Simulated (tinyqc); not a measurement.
Gate-all-around wire, scale length and short-channel effects: one step of the calculation.

A round wire of diameter ts in an insulator shell of thickness ti under a surrounding gate. Below threshold the potential that source and drain add obeys Laplace's equation and vanishes on the gate. Its lowest mode decays along the channel as exp(-k y); k is the smallest positive root of the matching condition at the interface, and the scale length is Lambda = pi/k.

Question. Decay constant by Newton steps. f(k) = ei J0(u)[J1(u) Y0(v) - Y1(u) J0(v)] - eps_r J1(u)[J0(u) Y0(v) - Y0(u) J0(v)], u = k ts/2, v = u + k ti; f' by a central difference with +/- 1e-5 1/nm; k(new) = k - f/f'.

Values chosen for this exercise; permittivities: semiconductor close to that of germanium, insulator close to that of hafnium oxide:
- eps_r = 16 (relative permittivity of the semiconductor)
- ei = 23.1 (relative permittivity of the insulator)
- ti = 2.9 nm (insulator thickness)
- ts = 4.3 nm (wire diameter)

k at the start = 0.974 1/nm

Wanted: f; f'; k after iteration 1.

Answer.

f = -1.208
f' = 10.23 nm
k after iteration 1 = 1.092 1/nm

Program tinyqc, `OMP_NUM_THREADS=1 python tinyqc.py 2420123 2420124 out.jsonl`; Intel Xeon 2.30GHz, shared host, one thread, about 0.01 s.
